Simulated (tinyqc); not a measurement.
Inside a calculation. Method: G0W0 on RHF in the sto-3g basis, for H4, spin multiplicity 1. One step of it, computed by the program tinyqc.

Task: Screening: direct RPA. With D = e_a - e_i and K = (ia|jb): diagonalise D^(1/2) (D + 4K) D^(1/2) = Z w^2 Z^T; X + Y = D^(1/2) Z w^(-1/2), each column of Z with its largest component positive (the first on a tie); E_c = (sum w - tr (D + 2K)) / 2.

orbital energies (hartree): [-0.725990, -0.413414, 0.496485, 0.949603]

Two-electron integrals over orbitals (pq|rs), unique and non-zero (hartree):
```
(11|11) 0.530933   (21|21) 0.172118   (22|11) 0.524684   (22|22) 0.538984
(31|31) 0.109653   (32|32) 0.077676   (33|11) 0.510936   (33|22) 0.507494
(33|33) 0.517813   (41|32) 0.077157   (41|41) 0.076699   (42|31) 0.110386
(42|42) 0.120643   (43|21) 0.167130   (43|43) 0.183109   (44|11) 0.522202
(44|22) 0.532621   (44|33) 0.529055   (44|44) 0.553833
```

Give: D^(1/2) (D + 4K) D^(1/2); excitation energies w; X + Y; RPA correlation energy.

Result:

D^(1/2) (D + 4K) D^(1/2) (hartree^2), order 1>3, 1>4, 2>3, 2>4:
```
[[2.0306, 0.0000, 0.0000, 0.5700],
 [0.0000, 3.3217, 0.3811, 0.0000],
 [0.0000, 0.3811, 1.1106, 0.0000],
 [0.5700, 0.0000, 0.0000, 2.5156]]
```

excitation energies w (hartree): [1.0231, 1.2860, 1.7007, 1.8400]

X + Y, order 1>3, 1>4, 2>3, 2>4:
```
[[0.0000, 0.8133, 0.4677, 0.0000],
 [-0.2114, 0.0000, 0.0000, 0.9412],
 [0.9301, 0.0000, 0.0000, 0.1162],
 [0.0000, -0.5679, 0.7467, 0.0000]]
```

RPA correlation energy = -0.045261 hartree
